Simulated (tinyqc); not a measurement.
Stripping the layer step by step: sheet resistance and Hall data of a diffused or implanted layer. Computed by tinyqc, a small Python program. Command: `OMP_NUM_THREADS=1 python tinyqc.py 3006028 3006029 out.jsonl layer walk`. One thread of a shared host (Intel(R) Xeon(R) Processor @ 2.30GHz), about 0.01 s of CPU time with the checks.

Carriers are taken equal to the net active doping down to the junction (full ionisation, which deep dopants in wide-gap hosts do not reach; no spill-over, no depletion), and the Hall factor is 1.

Inputs (values chosen for the exercise, modelled on arsenic in silicon): mu_min = 54.2 cm^2/(V s); mu_max = 1400 cm^2/(V s); N_ref = 9.1e+16 1/cm^3; exponent alpha = 0.7; peak concentration N_0 = 1.5e+19 1/cm^3; length scale l = 280 nm; background doping N_B (opposite type) = 4.1e+15 1/cm^3; projected range R_p = 800 nm.

Profile: buried Gaussian (implant). Activation: complete.

Constants: e = 1.602176634e-19 C.

Method:
- N(x) = N_0 exp(-(x - R_p)^2/(2 l^2)) for x > 0, dose N_0 l sqrt(pi/2) erfc(-R_p/(l sqrt 2)), junction x_j = R_p + l sqrt(2 ln(N_0/N_B)); the layer starts at x_0 = max(0, 2 R_p - x_j).
- Mobility mu = mu_min + (mu_max - mu_min)/(1 + (N_t/N_ref)^alpha), N_t = active doping + N_B; carriers n = active doping - N_B, all dopants active.
- Integrals from x_0 (0 unless stated) to x_j by the midpoint rule on 400 even intervals: 1/R_s = e int n mu dx; sheet density n_s = int n dx; Hall sheet density (int n mu dx)^2/int n mu^2 dx; Hall mobility int n mu^2 dx/int n mu dx.
- After removing a depth d the integrals start at d. Differences between neighbouring rows give the local conductivity -d(1/R_s)/dx at the middle of the slice (the last slice uses one more step, not listed).

junction depth x_j = 1934.25 nm

Differential sheet resistance:
```
removed d (nm)  R_s (ohm)  slice conductivity (S/cm)  sigma at mid-slice (S/cm)
0                   53.00                      33.74                      33.03
190                 54.86                      74.92                      73.89
380                 59.51                     137.40                     137.27
570                 70.46                     198.76                     200.94
760                 96.00                     212.58                     215.42
950                156.80                     165.99                     166.78
1140               310.18                      99.04                      98.15
1330               745.05                      48.48                      47.59
```

R_s doubles after removing between 760 and 950 nm of a layer 1930 nm deep, so half the current flows above that depth. Where sigma exceeds a tenth of its largest listed value, the slice values agree with it within 3 %.

Extremes, crossings and ranges named in words are read from the listed rows.
